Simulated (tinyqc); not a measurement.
# Decay of LO phonons and the hot-phonon bottleneck in the cooling of electrons, step by step

A worked calculation. Computed by tinyqc, a small Python program that keeps every step. Command: `OMP_NUM_THREADS=1 python tinyqc.py 3000816 3000817 out.jsonl hotphonon walk`. One thread of a shared host (Intel(R) Xeon(R) Processor @ 2.30GHz), about 0.01 s of CPU time with the checks. Intermediate numbers are printed to about 5 digits and carried at full precision; extremes and crossings named in words are read from the listed rows.

n(E, T) = 1/(exp(E/(k_B T)) - 1) is the Bose occupation. Electrons have a temperature T_e; the LO modes within their reach share one occupation N; the decay products stay at the lattice temperature.

Inputs (values chosen for the exercise, modelled on indium phosphide):
```
quantity                                             value    unit
LO energy hbar omega                                  41.9     meV
lifetime at T = 0, tau_0                                14      ps
share f of the energy in the softer product            0.2       -
lattice temperature T                                  300       K
electron mass m*                                    0.0791     m_0
eps_inf                                               9.48       -
static dielectric constant eps_s                      12.1       -
electron density n                                 8.6e+18  1/cm^3
density of LO modes that the electrons reach, N_m  4.5e+19  1/cm^3
power supplied per electron P                         0.13      nW
step factor                                              1       -
```

Decay channel: two unequal phonons (Ridley).

Constants: k_B = 8.617333262e-05 eV/K; c = 299792458 m/s; e^2/(4 pi eps_0) = 14.39964548 eV angstrom; hbar^2/(2 m_0) = 3.80998212 eV angstrom^2; hbar = 6.582119569e-16 eV s; e = 1.602176634e-19 C; k_B = 1.380649e-23 J/K.

## Lifetime and Raman width

Decay rate 1/tau = (1/tau_0) [1 + n(f hbar omega) + n((1 - f) hbar omega)]. Full width Gamma = 1/(2 pi c tau) in 1/cm, c in cm/s.

thermal factor tau_0/tau = 3.9883

phonon lifetime tau = 3.5103 ps

Raman width Gamma = 1.5124 1/cm

equilibrium LO occupation N_0 = 0.24649

Stimulated decay shortens the lifetime by 75 %.

## Spontaneous emission time

Froehlich coupling alpha = (e^2/(4 pi eps_0)) (1/eps_inf - 1/eps_s) k_0/(2 hbar omega), k_0 = sqrt(m* hbar omega/(hbar^2/(2 m_0))); emission time tau_sp = hbar/(2 alpha hbar omega); bottleneck ratio r = (n/N_m) tau/tau_sp.

alpha = 0.11576

emission time tau_sp = 67.854 fs

bottleneck ratio r = 9.8867

r compares the rate at which electrons exchange quanta with a mode to its decay rate. Exchange outruns decay, so a hot population builds up if the power is high enough.

## Electron and phonon temperatures in closed form

Net emission per electron: [(N + 1) x - N]/tau_sp with x = exp(-hbar omega/(k_B T_e)), a simple two-level balance; steady state of the modes: n [(N + 1) x - N]/tau_sp = N_m (N - N_0)/tau; power per electron P = hbar omega [(N + 1) x - N]/tau_sp. With p = P tau_sp/(hbar omega): N = N_0 + r p and x = (p + N)/(N + 1); without hot phonons N = N_0. The mode temperature T_LO solves n(hbar omega, T_LO) = N.

reduced power p = 0.0013140

LO occupation N = 0.25948

electron temperature T_e = 308.77 K

T_e without hot phonons = 300.99 K

mode temperature T_LO = 307.78 K

Hot phonons raise T_e by 8 K. T_LO lies close to T_e: electrons and LO modes form one hot system, cooled only by the decay. Caution: the electrons are degenerate; Pauli blocking and the Fermi energy, left out here, matter.

## The same balance by iteration

Eliminating N gives P(T_e) = (hbar omega/tau_sp) [(N_0 + 1) x - N_0]/[1 + r (1 - x)]. Newton steps on ln P against ln T_e, times the step factor, each limited to 0.7 in ln T_e and to keeping a fifth of T_e - T; start at 1.5 T; stop when |ln(P/P(T_e))| < 1e-9 or after 40 steps.

Iterations:
```
step  T_e (K)  P(T_e) (nW)  ln(P/P(T_e))
0      450.00       2.3200   -2.8818e+00
1      330.00       0.4491   -1.2396e+00
2      306.00       0.0888    3.8125e-01
3      308.29       0.1228    5.6910e-02
4      308.76       0.1298    1.5069e-03
5      308.77       0.1300    1.0925e-06
6      308.77       0.1300    6.1928e-13
```

converged (1 yes, 0 no) = 1

T_e from the iteration = 308.77 K

Converged at step 6.

## Energy relaxation with and without hot phonons

P(T_e) = (hbar omega/tau_sp) [(N_0 + 1) x - N_0]/[1 + r (1 - x)], and r = 0 without hot phonons; energy relaxation time tau_E = (3/2) k_B (T_e - T)/P.

Cooling:
```
T_e (K)  P, cold phonons (nW)  P, hot phonons (nW)   ratio  tau_E (ps)        N
330                    3.8714              0.44905  8.6213      1.3836  0.29136
380                    9.9169               1.2188  8.1366      1.3594  0.36829
450                    17.472               2.3200  7.5309      1.3390  0.47833
600                    30.453               4.6922  6.4902      1.3241  0.71538
800                    42.769               7.7721  5.5029      1.3323   1.0232
1100                   54.876               12.108  4.5322      1.3683   1.4565
1600                   66.618               18.552  3.5909      1.4512   2.1004
2300                   75.436               26.157  2.8839      1.5835   2.8604
```

Reabsorption cuts the loss by a factor 8.62 at the lowest T_e and 2.88 at the highest; the factor is 1 + r (1 - x) with r = 9.89. tau_E runs from 1.4 to 1.6 ps, with its shortest value, 1.3 ps, at T_e = 600 K, against tau_sp = 68 fs and a phonon lifetime of 3.5 ps. For r (1 - x) much above 1 the loss tends to hbar omega (N_m/n)(n(hbar omega, T_e) - N_0)/tau, in which tau_sp no longer appears. In the coldest rows the electrons are degenerate, so (3/2) k_B (T_e - T) overstates their excess energy. Pauli blocking is left out, as are upper valleys and non-parabolic bands, which can matter above about 1000 K.

Checks made by the program: iteration against the closed form (relative difference below 1e-10).
